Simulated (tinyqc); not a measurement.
From results back to parameters: Shockley-Read-Hall recombination through one deep level. Three cases, with inputs chosen for the exercise.

Problem. Deep-level transient spectroscopy: the emission rate is en = gam sigma T^2 exp(-dE/kB T), dE = Ec - Et. Two rates were computed from hidden dE and sigma.

Constants: kB = 8.617333262e-05 eV/K.

Find: ln(en/T^2) at T1 and T2; dE; sigma.

Method. ln(en/T^2) against 1/T is a line of slope -dE/kB and intercept ln(gam sigma); plotting ln en alone would overstate dE by about 2 kB T.

Case 1.

Values chosen (out of a larger set: gap and densities of states near those of Si at this temperature; not measured data):
- gam = 4.9e+21 1/(cm^2 s K^2) (vth Nc/T^2, which does not depend on T)
- T1 = 77 K
- T2 = 90 K

en(T1) = 2.64408 1/s
en(T2) = 117.609 1/s

Solution.

ln(en/T^2) at T1 and T2: -7.7153  -4.2323

dE = 0.160 eV
sigma = 2.7e-15 cm^2

Case 2.

Values chosen (out of a larger set: gap and densities of states near those of Si at this temperature; not measured data):
- gam = 7.2e+21 1/(cm^2 s K^2) (vth Nc/T^2, which does not depend on T)
- T1 = 146 K
- T2 = 165 K

en(T1) = 13.7478 1/s
en(T2) = 276.023 1/s

Solution.

ln(en/T^2) at T1 and T2: -7.3463  -4.5914

dE = 0.301 eV
sigma = 2.2e-15 cm^2

Case 3.

Values chosen (out of a larger set: gap and densities of states near those of Si at this temperature; not measured data):
- gam = 3.7e+21 1/(cm^2 s K^2) (vth Nc/T^2, which does not depend on T)
- T1 = 173 K
- T2 = 201 K

en(T1) = 10.5804 1/s
en(T2) = 401.381 1/s

Solution.

ln(en/T^2) at T1 and T2: -7.9476  -4.6117

dE = 0.357 eV
sigma = 2.4e-15 cm^2

Computed by tinyqc, one run a case: `OMP_NUM_THREADS=1 python tinyqc.py N N+1 out.jsonl` with N = 1652773, 1652775, 1652793; one thread of a shared Intel(R) Xeon(R) Processor @ 2.30GHz, about 0.01 s a run at most.
